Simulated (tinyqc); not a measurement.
Hueckel theory of the pi electrons with the omega technique, for the molecule O=C1C=CC(=O)C=C1 (SMILES; centres numbered as the heavy atoms are written), step by step. One step of it, computed by the program tinyqc.

Task: Orbitals, round 2. Diagonalise; E = alpha + x beta with beta < 0, so the largest x are filled first; degenerate levels share their electrons. P = sum n_i c_ri c_si; each orbital has its largest coefficient positive (the first on a tie).

matrix after round 1, lower triangle:
```
,1O,2C,3C,4C,5C,6O,7C,8C
1O,0.832070
2C,1.000000,0.106327
3C,0.000000,1.000000,0.030801
4C,0.000000,0.000000,1.000000,0.030801
5C,0.000000,0.000000,0.000000,1.000000,0.106327
6O,0.000000,0.000000,0.000000,0.000000,1.000000,0.832070
7C,0.000000,0.000000,0.000000,0.000000,1.000000,0.000000,0.030801
8C,0.000000,1.000000,0.000000,0.000000,0.000000,0.000000,1.000000,0.030801
```

pi electrons, sum of z_r less the charge = 8

Give: x values; occupations; coefficients; charge and bond-order matrix P.

Result:

x values: 2.324  1.827  1.031  0.896  0.207  -0.969  -1.251  -2.065

occupations: 2.000  2.000  2.000  2.000  0.000  0.000  0.000  0.000

coefficients:
```
,MO1,MO2,MO3,MO4,MO5,MO6,MO7,MO8
1O,0.291,0.472,0.000,0.586,0.506,0.000,-0.267,-0.146
2C,0.435,0.470,0.000,0.038,-0.316,0.000,0.556,0.424
3C,0.336,0.168,0.500,-0.278,-0.269,0.500,-0.244,-0.387
4C,0.336,-0.168,0.500,-0.278,0.269,-0.500,-0.244,0.387
5C,0.435,-0.470,0.000,0.038,0.316,0.000,0.556,-0.424
6O,0.291,-0.472,0.000,0.586,-0.506,0.000,-0.267,0.146
7C,0.336,-0.168,-0.500,-0.278,0.269,0.500,-0.244,0.387
8C,0.336,0.168,-0.500,-0.278,-0.269,-0.500,-0.244,-0.387
```

charge and bond-order matrix P, lower triangle:
```
,1O,2C,3C,4C,5C,6O,7C,8C
1O,1.303
2C,0.741,0.822
3C,0.028,0.429,0.937
4C,-0.289,0.114,0.825,0.937
5C,-0.146,-0.060,0.114,0.429,0.822
6O,0.411,-0.146,-0.289,0.028,0.741,1.303
7C,-0.289,0.114,-0.175,-0.063,0.429,0.028,0.937
8C,0.028,0.429,-0.063,-0.175,0.114,-0.289,0.825,0.937
```
